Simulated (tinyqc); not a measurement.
The product rho l across metals: free and nearly free electrons in a metal.

Constants: hbar^2/2m0 = 3.80998211 eV angstrom^2; hbar = 6.58211957e-16 eV s.

Free electrons with m = 1; fcc cells hold 4 atoms and bcc cells 2; n = atoms z/a^3, kF = (3 pi^2 n)^(1/3), rho l = hbar kF/(n e^2), e = 1.602176634e-19 C. Inputs are chosen for the exercise.

Cases:
```
case,lattice,a (angstrom),z,rho (micro-ohm cm)
near K,bcc,5.249,1,6.78
near Al,fcc,4.043,3,2.43
near Cu,fcc,3.621,1,1.59
near Ag,fcc,4.090,1,1.65
near Ca,fcc,5.532,2,3.07
near Au,fcc,4.051,1,2.30
```

Rank the cases by rho l (1e-16 ohm m^2), lowest first.

Answer: near Al, near Cu, near Au, near Ag, near Ca, near K.

Results:
```
case,lattice,a (angstrom),z,rho (micro-ohm cm),kF (1/angstrom),EF (eV),l (nm),rho l (1e-16 ohm m^2)
near K,bcc,5.249,1,6.78,0.743,2.10,32.5,22.06
near Al,fcc,4.043,3,2.43,1.752,11.69,16.3,3.96
near Cu,fcc,3.621,1,1.59,1.356,7.01,41.6,6.61
near Ag,fcc,4.090,1,1.65,1.201,5.49,51.1,8.44
near Ca,fcc,5.532,2,3.07,1.118,4.77,31.7,9.72
near Au,fcc,4.051,1,2.30,1.212,5.60,36.0,8.28
```

rho l falls as n^(-2/3): it is lowest for the case near Al and highest for near K. The lowest bulk rho belongs to near Cu; in very narrow wires, where rho l rules, the order changes. Real Fermi surfaces depart from spheres, most for the polyvalent and noble metals.

tinyqc: `OMP_NUM_THREADS=1 python tinyqc.py 1682352 1682353 out.jsonl`; about 0.01 s, one thread, shared Intel(R) Xeon(R) Processor @ 2.30GHz.
